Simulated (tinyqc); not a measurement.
Wannier functions of a composite (isolated) pair of valence bands (bonds of an sp chain), step by step. Values are carried at full precision from step to step, so a last printed digit may differ when a step is redone from the rounded ones.

Each atom has a hybrid pointing left (<) and right (>). H(k): diagonal +V3 on A, -V3 on B; <A<|A>> = -V1a, <B<|B>> = -V1b, <A>|B<> = -V2, <B>|A<> = -V2p exp(ik); k in 1/a, Bloch sums with exp(ikR). The two lowest bands are filled. Trial functions in cell 0: g1 = cos(c) A> + sin(c) B<, and g2 = sin(c) B> + cos(c) A< of cell 1, whose Bloch vector has cos(c) exp(-ik) on A<. Projection A_mn = <psi_m|g_n>, S = A^+ A, Loewdin U = A S^(-1/2), Bloch-like states w_n = sum_m psi_m U_mn, H_W(k) = U^+ diag(E) U. P = sum_m |psi_m><psi_m| is free of phase choices, and S = g^+ P g, w = P g S^(-1/2).

Parameters, chosen for this exercise:
```
symbol  value  unit     meaning
V2      4.92   eV       coupling in the bond A-B inside the cell
V2p     3.07   eV       coupling in the bond to the next cell
V1a     0.86   eV       coupling of the two hybrids on A
V1b     0.78   eV       the same on B
V3      2      eV       A at +V3, B at -V3
j       3               mesh point, k = 2 pi j/N
N       6               k points
c       45     degrees  trial bonds cos(c) on A, sin(c) on B
xb      0.41   a        position of B (A at 0)
```

## H at one mesh point

Fill in the matrix.

H(k) (eV):
```
,A<,A>,B<,B>
A<,2.0000,-0.8600,0,3.0700
A>,-0.8600,2.0000,-4.9200,0
B<,0,-4.9200,-2.0000,-0.7800
B>,3.0700,0,-0.7800,-2.0000
```

## Levels and the projector on the filled bands

Diagonalise; P = sum over the two lowest states of |psi><psi|.

levels (eV): -5.4360  -3.6568  3.6249  5.4678

P:
```
,A<,A>,B<,B>
A<,0.2375,0.0719,0.0367,-0.4179
A>,0.0719,0.3193,0.4592,-0.0359
B<,0.0367,0.4592,0.6806,0.0718
B>,-0.4179,-0.0359,0.0718,0.7626
```

The filled states put 1.114 electrons on A and 2.886 on B at this k.

## Loewdin orthogonalisation

The trial vectors are the columns g1 = (0, cos c, sin c, 0), g2 = (cos c exp(-ik), 0, 0, sin c), k = 2 pi j/N. Form S = g^+ P g, its eigenvalues, S^(-1/2), and w = P g S^(-1/2).

S:
```
,1,2
1,0.9592,-0.0363
2,-0.0363,0.9179
```

eigenvalues of S: 0.8968  0.9803

S^(-1/2):
```
,1,2
1,1.0216,0.0200
2,0.0200,1.0443
```

w:
```
,1,2
A<,0.0692,-0.4824
A>,0.5609,-0.0686
B<,0.8239,0.0421
B>,0.0426,0.8722
```

The combinations of the trial bonds that diagonalise S lie 89.7 to 98.0 % inside the filled space; an eigenvalue near zero would mark a poor choice.

## The Hamiltonian in the new basis

H_W = w^+ H w; its eigenvalues must be the two filled levels.

H_W(k) (eV):
```
,1,2
1,-5.373,-0.328
2,-0.328,-3.720
```

eigenvalues (eV): -5.436  -3.657

## Hoppings between the Wannier functions

H_mn(R) = (1/N) sum_k exp(-ikR) H_W,mn(k), the coupling of function m in cell 0 to function n in cell R.

H(R) (eV):
```
R,11,12,21,22
-2,0.0001,-0.0004,0.0000,0.0001
-1,0.0161,-0.2335,-0.0030,0.0129
0,-5.3411,-0.5646,-0.5646,-3.6940
1,0.0161,-0.0030,-0.2335,0.0129
2,0.0001,0.0000,-0.0004,0.0001
3,0.0000,0.0000,0.0000,0.0000
```

The bond levels are -5.341 and -3.694 eV, against -sqrt(V2^2 + V3^2) = -5.311 and -3.664 for isolated bonds. Neighbouring bonds couple by -0.565 eV through B; the bond-orbital estimate is -V1b (1 + ap)/2 = -0.565 with the mean V2 in ap = V3/sqrt(V2^2 + V3^2).

## The functions in real space

w_n(R) = (1/N) sum_k exp(ikR) w_n(k); point-like hybrids at R (A) and R + xb (B) give centres and spreads.

Function 1:
```
R,A<,A>,B<,B>
-2,0.0000,0.0000,0.0000,-0.0003
-1,0.0003,0.0018,-0.0010,-0.0254
0,0.0401,0.5602,0.8263,0.0175
1,-0.0298,-0.0025,0.0034,0.0000
2,-0.0004,0.0000,0.0001,0.0000
3,0.0000,0.0000,0.0000,0.0000
```

centres (a): 1 0.2806, 2 0.5456

spreads (a^2): 1 0.0372, 2 0.0624

Function 1 has 99.7 % of its weight on the two hybrids of its bond. Its centre lies +0.0756 a from the middle of the bond, towards B, the atom with the lower level.

## Checks

- Eigenvalues of H_W against the filled levels: they agree to 1e-10 or better.
- W^+ w against the unit matrix: they agree to 1e-10 or better.

Computed by tinyqc, a small Python program: `OMP_NUM_THREADS=1 python tinyqc.py 1481267 1481268 out.jsonl` (the numbers bound the seed that draws the inputs); one thread of a shared host (Intel(R) Xeon(R) Processor @ 2.30GHz), about 0.2 s for the whole set of steps.
